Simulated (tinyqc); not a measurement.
Worked calculation: epitaxial growth on a vicinal surface: Burton-Cabrera-Frank step flow, step-edge barrier and island nucleation. Computed by tinyqc, a small Python program that keeps every step. Command: `OMP_NUM_THREADS=1 python tinyqc.py 3008184 3008185 out.jsonl stepflow walk`. One thread of a shared host (Intel(R) Xeon(R) Processor @ 2.30GHz), about 0.01 s of CPU time with the checks. Intermediate numbers are printed to about 7 digits and carried at full precision; extremes and crossings named in words are read from the listed rows.

Adatoms land at rate F, hop on a square grid (a simplification for hexagonal faces), desorb, or join steps. Lengths are in units of a and n is the adatom coverage. Steps ascend at x = 0 and descend at x = l.

Inputs (values chosen for the exercise, close to those used for GaN(0001)):
```
quantity,value,unit
site spacing a,3.19,angstrom
step height h,2.59,angstrom
diffusion barrier E_d,1.35,eV
desorption energy E_a,2.89,eV
adatom formation energy E_f,1.25,eV
step-edge barrier E_s,0.16,eV
attempt frequency nu,5,THz
deposition rate F,5,layers/s
miscut angle,0.3,degrees
temperature T,950,C
critical nucleus size i,3,-
binding energy of the critical nucleus E_i,0.65,eV
```

Constants: k_B = 8.617333262e-05 eV/K.

## Scales

D = nu exp(-E_d/(k_B T)) (a^2/s, nu counted per direction); tau = exp(E_a/(k_B T))/nu; x_s = sqrt(D tau); n_eq = exp(-E_f/(k_B T)); terrace width l = h/(a tan(miscut)); Schwoebel length l_s = exp(E_s/(k_B T)) - 1. Temperatures in kelvin are T(C) + 273.15.

D = 1.369394e+07 a^2/s

lifetime tau = 0.1617244 s

diffusion length x_s = 1488.168 a

equilibrium coverage n_eq = 7.072794e-06

terrace width l = 155.0624 a

Schwoebel length l_s = 3.563020 a

l/x_s = 0.104: nearly every adatom reaches a step.

## Terrace solution

D n'' - n/tau + F = 0 with n(0) = n_eq and -l_s n'(l) = n(l) - n_eq. With u = n - F tau, A = n_eq - F tau, y = l/x_s, s = l_s/x_s: u = A cosh(x/x_s) + B sinh(x/x_s), B = A (1 - cosh y - s sinh y)/(sinh y + s cosh y). Flux into the ascending step J+ = D B/x_s, over the descending one J- = -(D/x_s)(A sinh y + B cosh y); step velocity J+ + J-; growth rate (J+ + J-)/l. For small y: J+ + J- = (F - n_eq/tau) l, J-/J+ = l/(l + 2 l_s). The coverage peaks where n' = 0, tanh(x/x_s) = -B/A.

J+ = 395.9853 atoms per step site and s

J- = 378.5720 atoms per step site and s

growth rate = 4.995133 layers/s

peak coverage = 0.001152959

position of the peak = 79.27266 a

0.097 % of the flux desorbs; even closely spaced steps lose n_eq/tau, 8.7e-4 % of F. The ascending step takes 51.1 %: the barrier makes an uphill current, which evens out terrace widths but makes steps meander and favours mounds on wide terraces. Caution: twice the distance from the ascending step to the coverage peak exceeds the expected island spacing [0.25 (F/D)^(i/(i+2)) exp(E_i/((i+2) k_B T))]^(-1/2) by 40 % or more, so islands nucleate and the step-flow values are formal.

## Step flow or islands

Island density on a flat surface without desorption: N = 0.25 (F/D)^(i/(i+2)) exp(E_i/((i+2) k_B T)) per site, with E_i = 0 for i = 1; spacing l_n = N^(-1/2). Step flow needs an effective width l_eff = 2 x(peak) below l_n.

island density N on a flat surface = 1.177735e-04 per site

island spacing l_n = 92.14594 a

ratio l_eff/l_n = 1.720589

Islands nucleate on the terraces, and a step-flow solution would overstate the coverage. Caution: the prefactor 0.25 and the criterion are estimates, good to a factor of about two in length.

## Growth mode over temperature

x(peak) solves tanh(x/x_s) = -B/A. Rows where evaporation outweighs deposition are left out.

Scales:
```
T (C),x_s (a),l_s (a),incorporated share,l_n (a),l_eff/l_n
750,6206.193,5.139310,0.9999430,38.5415,4.152323
800,4131.528,4.641565,0.9998724,49.4076,3.229647
850,2851.871,4.223349,0.9997339,61.9519,2.569312
900,2031.755,3.867992,0.9994779,76.1973,2.084538
950,1488.168,3.563020,0.9990266,92.1459,1.720589
1000,1117.001,3.298944,0.9982563,109.7817,1.441885
1050,856.785,3.068440,0.9969516,129.0731,1.224664
1100,670.005,2.865779,0.9946839,149.9758,1.052676
1150,533.075,2.686425,0.9904859,172.4355,0.914561
```

The ratio falls below 1 between 1100 and 1150 C: islands below, step flow above. Incorporation goes from 100.0 % to 99.0 %.

Checks made by the program: growth rate against F minus desorption, from a numerical solution (relative difference 3e-10).
